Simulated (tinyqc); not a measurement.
Inside a calculation. Model: four-point probe, van der Pauw, Hall and spreading-resistance readings of a semiconductor layer. Computed by tinyqc, a small Python program that keeps every step. Command: `OMP_NUM_THREADS=1 python tinyqc.py 3112061 3112062 out.jsonl probe walk`. One thread of a shared host (Intel(R) Xeon(R) Processor @ 2.30GHz), about 0.01 s of CPU time with the checks. Intermediate numbers are printed to about 7 digits and carried at full precision; extremes and crossings named in words are read from the listed rows.

The layer is uniform and ohmic; contacts are points unless a radius is given.

Inputs (values chosen for the exercise, modelled on n-type silicon):

| quantity | value | unit |
|---|---|---|
| carrier density n | 7.8e+18 | 1/cm^3 |
| drift mobility mu | 112 | cm^2/(V s) |
| layer thickness t | 53 | micrometre |
| probe spacing s | 0.635 | mm |
| current I | 0.01 | mA |
| side ratio a/b of the van der Pauw rectangle | 2.2 | - |
| magnetic field B | 1.1 | T |
| Hall factor r_H | 1.2 | - |
| wafer diameter over spacing D/s | 150 | - |

Backing of the layer: insulating.

Constants: e = 1.602176634e-19 C.

## Resistivity and sheet resistance

rho = 1/(e n mu); R_s = rho/t.

resistivity rho = 0.007144585 ohm cm

sheet resistance R_s = 1.348035 ohm/square

## Four-point voltage

Collinear probes with equal spacing on a layer with insulating backing: images at depth 2 m t give V = (rho I/(2 pi s)) G, G = 1 + 4 sum_(m>=1) [1/sqrt(1 + (2 m u)^2) - 1/sqrt(4 + (2 m u)^2)], u = t/s; the sum runs to m = 20000, with the tail 3/(32 u^3 M^2) added to the sum for M = 20000. Limits: thick, rho = 2 pi s V/I; thin on an insulator, rho = (pi/ln 2) t V/I.

t/s = 0.08346457

G = 16.60938

voltage V = 0.002974245 mV

rho by the thick formula = 0.1186671 ohm cm

rho by the thin formula = 0.007144585 ohm cm

The thick formula is off by +1560.9 % and the thin one by 0.0 %.

## Thickness correction

The last two columns give rho(formula)/rho for rho = 2 pi s V/I and rho = (pi/ln 2) t V/I.

Correction against t/s:

| t/s | G | thick formula | thin formula |
|---|---|---|---|
| 0.1 | 13.86294 | 13.86294 | 1.000000 |
| 0.2 | 6.93147 | 6.93147 | 1.000000 |
| 0.3 | 4.62113 | 4.62113 | 1.000031 |
| 0.5 | 2.77992 | 2.77992 | 1.002645 |
| 0.7 | 2.01748 | 2.01748 | 1.018714 |
| 1.0 | 1.50446 | 1.50446 | 1.085238 |
| 1.5 | 1.19727 | 1.19727 | 1.295469 |
| 2.0 | 1.09388 | 1.09388 | 1.578142 |
| 3.0 | 1.03065 | 1.03065 | 2.230367 |
| 5.0 | 1.00699 | 1.00699 | 3.631937 |

The thin formula holds to 1 % up to t/s = 0.5 and the thick one holds to 1 % from t/s = 5.

## Finite wafer

For a thin circular wafer probed at its centre, R_s = C V/I with C = pi/(ln 2 + ln[((D/s)^2 + 3)/((D/s)^2 - 3)]).

factor C = 4.530617

error if pi/ln 2 is used = 0.03847187 %

## The two van der Pauw resistances

Thin rectangle with point contacts at the corners; for R_B current and voltage contacts lie along the two sides of length a, for R_A along those of length b: exp(-pi R_A/R_s) = (theta_4/theta_3)^4, exp(-pi R_B/R_s) = (theta_2/theta_3)^4 with q = exp(-pi a/b), theta_2 = 2 sum_(m>=0) q^((m + 1/2)^2), theta_3 = 1 + 2 sum_(m>=1) q^(m^2), theta_4 = 1 + 2 sum_(m>=1) (-1)^m q^(m^2).

R_A = 0.006839807 ohm

R_B = 1.779394 ohm

ratio R_B/R_A = 260.1526

## Solving the van der Pauw equation

Solve exp(-pi z R_A) + exp(-pi z R_B) = 1 for z = 1/R_s by seven Newton steps from z = 2 ln 2/(pi (R_A + R_B)); f = R_s 2 ln 2/(pi (R_A + R_B)).

Steps:

| step | 1/z (ohm) | left side less 1 |
|---|---|---|
| 0 | 4.047926 | 2.460363e-01 |
| 1 | 2.383595 | 8.684872e-02 |
| 2 | 1.737715 | 2.778798e-02 |
| 3 | 1.451869 | 6.582198e-03 |
| 4 | 1.359154 | 6.740344e-04 |
| 5 | 1.348185 | 9.065909e-06 |
| 6 | 1.348035 | 1.693022e-09 |

R_s found = 1.348035 ohm/square

correction f = 0.3330186

Averaging R_A and R_B without f would overstate R_s by 200.3 %.

## Hall reading

V_H = r_H I B/(e n t); apparent density n/r_H; Hall mobility r_H mu; Hall angle tan = r_H mu B (SI).

Hall voltage = 1.992935e-04 mV

apparent density = 6.50e+18 1/cm^3

Hall mobility = 134.4 cm^2/(V s)

tangent of the Hall angle = 0.014784

Checks made by the program: thin limit of G, 2 ln 2/u at u = 0.02 (relative difference below 1e-10); R_s recovered (relative difference below 1e-10).
